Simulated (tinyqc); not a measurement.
Ion-assisted plasma etching: sheath, surface coverage, synergy and aspect-ratio dependence: one step, computed by the program tinyqc.

Radicals adsorb on bare sites; ions remove covered sites with a high yield and bare sites by sputtering; a slow spontaneous reaction acts everywhere, walls included.

Problem. Yields. Yields: Y = b (sqrt(E) - sqrt(E_th)) on covered sites, Y_p = b_p (sqrt(E) - sqrt(E_p)) on bare ones (zero below threshold).

Inputs (values chosen for the exercise, close to those used for silicon dioxide in a fluorocarbon plasma):
```
quantity               value       unit
yield slope b           0.26  eV^(-1/2)
threshold E_th           7.2         eV
sputter slope b_p      0.014  eV^(-1/2)
sputter threshold E_p     29         eV
```

Feature: long trench.

ion energy E = 351.3 eV

Give: yield Y; sputter yield Y_p.

Solution.

yield Y = 4.176

sputter yield Y_p = 0.1870
